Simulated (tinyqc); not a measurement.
Worked calculation: Frenkel-Kontorova chain: a misfit dislocation (kink) in a monolayer on a periodic substrate. Computed by tinyqc, a small Python program that keeps every step. Command: `OMP_NUM_THREADS=1 python tinyqc.py 3011327 3011328 out.jsonl fkchain walk`. One thread of a shared host (Intel(R) Xeon(R) Processor @ 2.30GHz), about 0.03 s of CPU time with the checks. Intermediate numbers are printed to about 5 digits and carried at full precision; extremes and crossings named in words are read from the listed rows.

E = sum_j [(k/2)(x_(j+1) - x_j - b)^2 + (W/2)(1 - cos(2 pi x_j/a))], x_j = a (j + u_j). A kink takes u from 0 to 1: the chain is stretched by one period and has one atom fewer than wells.

Inputs (values chosen for the exercise, for a model overlayer):
```
quantity              value           unit
spring constant k      9.83  eV/angstrom^2
substrate period a     3.06       angstrom
corrugation W          13.4             eV
misfit f = (b - a)/a   0.38              -
atoms on each side n     10              -
atomic mass M            55              u
```

Relaxation: Newton steps.

Constants: nu for 1 eV/(angstrom^2 u) = 15.6333042 THz.

## Continuum limit

l0 = sqrt(k a^2/(2 W)); kink u(j) = (2/pi) arctan exp(pi j/l0); kink energy at f = 0: E0 = (4/pi) W l0; with misfit E0 - k a^2 f; kinks become favourable at f_c = 2/(pi l0), and a coherent chain with free ends loses stability at f_m = 1/l0. Lowest vibration of the flat chain: nu0 = 15.6333042 THz x sqrt(2 pi^2 W/(a^2 M)).

kink width l0 = 1.8532

kink energy E0 = 31.619 eV

kink energy with misfit = -3.3580 eV

critical misfit f_c = 0.34352

limit f_m = 0.53960

gap frequency nu0 = 11.204 THz

f_c < f < f_m: kinks lower the energy, but must enter over a barrier at the ends. Caution: a corrugation above 1 eV is larger than real overlayers usually show; it is chosen to keep the kink narrow. Caution: for l0 below about 3 the kink spans few atoms, and the continuum kink energy is off by about 2 per cent or more.

## Start between two atoms

Discrete chain at f = 0, ends held at u = 0 and 1: E = (k a^2/2) sum (u_(j+1) - u_j)^2 + (W/2) sum (1 - cos 2 pi u_j), gradient g_j = k a^2 (2 u_j - u_(j-1) - u_(j+1)) + pi W sin(2 pi u_j), Hessian 2 k a^2 + 2 pi^2 W cos(2 pi u_j) on the diagonal and -k a^2 beside it. Free atoms j = -n..n-1 start from the continuum shape centred half-way, at j + 1/2.

u at the start: 0.00000  0.00000  0.00000  0.00001  0.00006  0.00031  0.00169  0.00919  0.04997  0.25769  0.74231  0.95003  0.99081  0.99831  0.99969  0.99994  0.99999  1.00000  1.00000  1.00000

E at the start = 29.664 eV

gradient (eV): 0.000  0.000  0.000  -0.001  -0.004  -0.022  -0.118  -0.633  -2.367  16.562  -16.562  2.367  0.633  0.118  0.022  0.004  0.001  0.000  0.000  0.000

## Relaxation

Start as above (continuum shape at j + 1/2, j = -n..n-1, l0 = sqrt(k a^2/(2 W))). u(new) = u - H^-1 g; stop when the largest gradient is below 1e-9 eV.

Course:
```
step  E (eV)  largest gradient (eV)
1     29.664             1.6562e+01
2     28.751             3.5749e+00
3     28.714             8.1533e-02
4     28.714             4.7457e-05
5     28.714             1.6158e-11
```

relaxed u: 0.00000  0.00000  0.00000  0.00002  0.00009  0.00043  0.00202  0.00939  0.04375  0.20227  0.79773  0.95625  0.99061  0.99798  0.99957  0.99991  0.99998  1.00000  1.00000  1.00000

energy, centre between atoms = 28.714 eV

last gradient = 1.6158e-11 eV

Converged; the discrete energy is 0.9081 of the continuum value, which puts the discrete f_c = E/(k a^2) at 0.3120.

## Peierls barrier

Repeat by Newton steps with an atom at the centre (j = -n..n, u_0 = 1/2). Barrier = difference of the two energies; the lowest Hessian eigenvalue tells minimum from saddle.

energy, centre on an atom = 31.346 eV

Peierls barrier = 2632.1 meV

lowest eigenvalue, between atoms = 138.76 eV

lowest eigenvalue, on an atom = -115.39 eV

The atom-centred kink, with an atom on top of the corrugation, is a saddle and the other a minimum. The barrier is 20 % of W, what one atom alone would climb.

## Kink density above f_c

Frank and van der Merwe: the modulus q solves f = 2 E(q)/(pi l0 q), and the kinks per atom are pi/(2 l0 q K(q)), with the complete elliptic integrals K and E; strain left = f - density (for f above f_c = 2/(pi l0)).

Continuum ground state:
```
f             q  kinks per atom  strain left
0.3452  0.99902         0.18824      0.15696
0.3504  0.99528         0.22864      0.12176
0.3607  0.98668         0.26702      0.09368
0.3779  0.97071         0.30754      0.07036
0.4122  0.93624         0.36514      0.04706
0.4809  0.86550         0.45447      0.02643
0.5840  0.76732         0.57009      0.01391
0.7557  0.63534         0.74947      0.00623
```

0.49 % above f_c the density is already 0.55 of f: kinks repel only exponentially, so they flood in, as 1/|ln(f - f_c)|. At 2.2 f_c they take up 99.2 % of the misfit and the layer floats nearly free.

Checks made by the program: energy against a quasi-Newton minimiser (relative difference below 1e-10).
